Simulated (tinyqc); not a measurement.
## Threshold of a short bulk MOSFET: charge sharing, barrier lowering, narrow width: effect of the junction depth

n-channel device on a p-type body, depletion approximation, full ionisation. Uniform doping N = Na. Vbi from Boltzmann statistics is rough for the degenerate source. Cox = eps0 eox/tox.

ni = sqrt(Nc Nv) exp(-Eg/(2 Vt)), Eg in volts; 2 pB = 2 Vt ln(N/ni); flat band Vfb - Vt ln(N/Na); Wd = sqrt(2 eps0 eps_r (2 pB - Vbs)/(q N)); body term q N Wd/Cox; long-channel VT0 = flat band + 2 pB + body term; Vbi = Vt ln(N Nsd/ni^2); scale length l = sqrt((eps_r/eox) tox Wd). Charge sharing (trapezoid; it ignores Vds): F = (xj/L)(sqrt(1 + 2 Wd/xj) - 1), lowering = body term times F. Barrier lowering: th = exp(-L/(2 l)) + 2 exp(-L/l), lowering = th [2 (Vbi - 2 pB) + Vds], DIBL = th. Narrow width: rise = body term times xw Wd/W. VT by each model = VT0 - lowering + rise. DIBL under 0.001 mV/V is printed as 0.

Parameters, values chosen for the exercise; band and dielectric values close to those of silicon:
- T = 400 K (temperature)
- Eg = 1.12 eV (band gap)
- eps_r = 11.5 (relative permittivity)
- Nc = 4.26e19 cm^-3 (conduction-band density of states at T)
- Nv = 4.03e19 cm^-3 (valence-band density of states at T)
- eox = 22.5 (relative permittivity of the gate insulator (close to hafnium oxide))
- tox = 5.4 nm (insulator thickness)
- Na = 2.1e17 cm^-3 (channel doping)
- Nsd = 1e20 cm^-3 (source and drain doping)
- Vfb = -0.76 V (flat-band voltage for the doping Na)
- Vbs = 0 V (body-source voltage)
- Vds = 1 V (drain-source voltage)
- W = 290 nm (gate width)
- xw = 0 (shape factor of the fringing depletion at the width edges)
- L = 150 nm (channel length)

Constants: q = 1.602176634e-19 C, kB = 1.380649e-23 J/K, Vt = kB T/q, eps0 = 8.8541878128e-14 F/cm where lengths are in cm. Results are converted to the units shown.

The same in every row: N (cm^-3) = 2.1000e17; VT0 (V) = 0.057355; L/l = 10.979; DIBL (mV/V) = 4.1638; VT, barrier lowering (V) = 0.051421.

Effect of the junction depth:
```
xj (nm)	F	VT, charge sharing (V)
5	0.14321	0.048522
8.5	0.17638	0.046476
14	0.21142	0.044315
24	0.25216	0.041802
41	0.29340	0.039258
70	0.33245	0.036850
120	0.36679	0.034732
200	0.39296	0.033118
```

Read the table: what changes, and by how much?

As xj goes from 5 to 200, VT0 stays at 0.0574 V, DIBL stays at 4.16 mV/V, F rises from 0.143 to 0.393 and VT by barrier lowering stays at 0.0514 V. The junction depth enters only the charge-sharing model.

Numbers from tinyqc (`OMP_NUM_THREADS=1 python tinyqc.py 2002025 2002026 out.jsonl`; about 0.01 s on one thread of a shared Intel Xeon 2.30GHz).
